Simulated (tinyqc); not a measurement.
# Image-sensor pixel with a pinned photodiode, signal and noise: effect of the temperature

A buried n layer between a heavily doped p+ surface layer and a p layer is emptied into a floating diffusion, read through a source follower with correlated double sampling (reset noise cancelled). One-dimensional abrupt junctions; no blooming, lag or crosstalk.

Nc and Nv are given at 333 K and scale as (T/333 K)^1.5; all else is fixed. With k = 1 + Nn/Np, the two depletion regions meet at depth x = a sqrt(k)/(1 + sqrt(k)) from the p+ side; pinning voltage Vp = q Nn x^2/(2 eps0 eps_r) - Vb. Electrons in the diode at zero bias: Nn A [a - x0 (1 + 1/sqrt(k))], x0 = sqrt(2 eps0 eps_r Vb/(q Nn)). Floating-diffusion limit Cf dV/q; full well FW is the smaller of the two; conversion gain CG = q As/Cf; read noise in electrons vn/CG. QE = (1 - Rf)[exp(-al x1) - exp(-al x2)]. ni = sqrt(Nc Nv) exp(-Eg/(2 Vt)), Eg in volts; dark rates ni Wd A/tg (generation) and Jd ni^2 A (diffusion). Signal S = QE Ph; variance = S + dark rate x ti + (vn/CG)^2 + (pr S)^2; SNR = 20 log10(S/noise); dynamic range 20 log10(FW/noise at S = 0).

Inputs (values chosen for the exercise); material values close to those of silicon:
- Eg = 1.14 eV (band gap)
- eps_r = 11.6 (relative permittivity of the semiconductor)
- Nc = 3.22e19 cm^-3 (conduction-band density of states at the reference temperature)
- Nv = 3.06e19 cm^-3 (valence-band density of states at the reference temperature)
- A = 22 um^2 (photodiode area)
- Nn = 4.8e16 cm^-3 (doping of the buried n layer)
- a = 340 nm (thickness of that layer)
- Np = 1.6e16 cm^-3 (doping of the p layer below)
- Vb = 0.8 V (built-in voltage)
- Cf = 1.6 fF (floating-diffusion capacitance)
- dV = 1.3 V (usable swing of the floating diffusion)
- As = 0.87 (source-follower gain)
- vn = 240 uV (read noise at the output)
- al = 0.134 1/um (absorption coefficient (light near 750 nm))
- Rf = 0.06 (optical loss before the silicon)
- x1 = 0.12 um (dead layer)
- x2 = 2.5 um (depth of collection)
- tg = 0.047 s (generation lifetime)
- Wd = 0.7 um (depleted depth)
- Jd = 1.2e7 x 1e-20 cm^4/s (diffusion dark flux per ni^2)
- pr = 0.3 % (gain non-uniformity)
- ti = 33 ms (exposure)
- Ph = 2800 (photons on the photodiode per exposure)

Constants: q = 1.602176634e-19 C, kB = 1.380649e-23 J/K, Vt = kB T/q, eps0 = 8.8541878128e-14 F/cm where lengths are in cm. Results are converted to the units shown.

The same in every row: Vp (V) = 1.123; FW (electrons) = 1.298e4; read noise (electrons) = 2.755; QE = 0.2526.

Results:
```
T (K)  dark rate (electrons/s)  SNR (dB)  dynamic range (dB)
253                    0.03034     28.42               73.46
268                     0.1468     28.42               73.46
283                     0.6492     28.42               73.45
313                      15.75     28.42               73.18
328                      93.26     28.40               71.99
343                      550.5     28.31               68.16
358                       2999     27.86               61.99
```

Estimate the missing row, T = 298 K.

Computed row:
```
T (K)  dark rate (electrons/s)  SNR (dB)  dynamic range (dB)
298                      2.974     28.42               73.41
```

With this row back in the table: As T goes from 253 to 358 K, the SNR falls from 28.4 to 27.9 dB and the dynamic range falls from 73.5 to 62.0 dB. The dark rate rises from 0.0303 to 3000 electrons/s; it doubles every 6.6 K between the first two rows and every 6.1 K between the last two.

Numbers from tinyqc (`OMP_NUM_THREADS=1 python tinyqc.py 2630136 2630137 out.jsonl`; about 0.01 s on one thread of a shared Intel Xeon 2.30GHz).
